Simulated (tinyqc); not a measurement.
# MESFET, gradual channel with velocity saturation: depletion, velocity and field along the channel

A uniformly doped n-type channel, depleted from the top by a Schottky gate; at channel potential V the depleted share of a is u = sqrt((Vbi - Vg + V)/Vp), s at the source. Electrons drift with v = mu E/(1 + mu E/vsat). Abrupt depletion edge, no series resistance, source at 0.

Vbi = phiB - Vt ln(Nc/Nd); Vp = q Nd a^2/(2 eps0 eps_r); G0 = q mu Nd a W/L; Z = mu Vp/(vsat L); s = sqrt((Vbi - Vg)/Vp). I = (G0 Vp/3) F/(1 + Z (u^2 - s^2)), F = 3 (u^2 - s^2) - 2 (u^3 - s^3), with u at V = Vd; Z = 0 gives constant mobility, for which u stops at 1. At channel potential V: y/L = (G0 Vp/3) F(u)/I - Z V/Vp, v = vsat I Z/(G0 Vp (1 - u)), E = (vsat/mu) w/(1 - w) with w = v/vsat.

Parameters, values chosen for the exercise; material values close to those of silicon: temperature T = 300 K; relative permittivity of the semiconductor eps_r = 11.6; conduction-band density of states at T Nc = 2.8e19 cm^-3; donor density of the channel Nd = 3.3e17 cm^-3; channel thickness a = 72 nm; low-field mobility at this doping mu = 580 cm^2/(V s); saturation velocity vsat = 1.4e7 cm/s; gate length L = 2 um; gate width W = 50 um; Schottky barrier phiB = 0.62 V; gate voltage Vg = -0.3 V; drain voltage Vd = 0.23 V.

Constants: q = 1.602176634e-19 C, kB = 1.380649e-23 J/K, Vt = kB T/q, eps0 = 8.8541878128e-14 F/cm where lengths are in cm. Results are converted to the units shown.

Along the channel:

| V (V) | u | y/L | v (cm/s) | E (kV/cm) |
|---|---|---|---|---|
| 0 | 0.7768 | 0.000 | 4.852e5 | 0.8667 |
| 0.0383 | 0.7951 | 0.212 | 5.285e5 | 0.9469 |
| 0.0767 | 0.8130 | 0.405 | 5.791e5 | 1.041 |
| 0.115 | 0.8305 | 0.580 | 6.387e5 | 1.154 |
| 0.1533 | 0.8476 | 0.737 | 7.104e5 | 1.290 |
| 0.1917 | 0.8644 | 0.877 | 7.984e5 | 1.460 |
| 0.23 | 0.8808 | 1.000 | 9.086e5 | 1.675 |

From source to drain the open share 1 - u falls from 0.223 to 0.119, so the velocity rises by a factor of 1.87, to 0.0649 vsat, and the field by 1.93. Half of Vd drops over the last 42 % of the gate length.

tinyqc, about 0.07 s, one thread, Intel Xeon 2.30GHz (shared host): `OMP_NUM_THREADS=1 python tinyqc.py 2500141 2500142 out.jsonl`
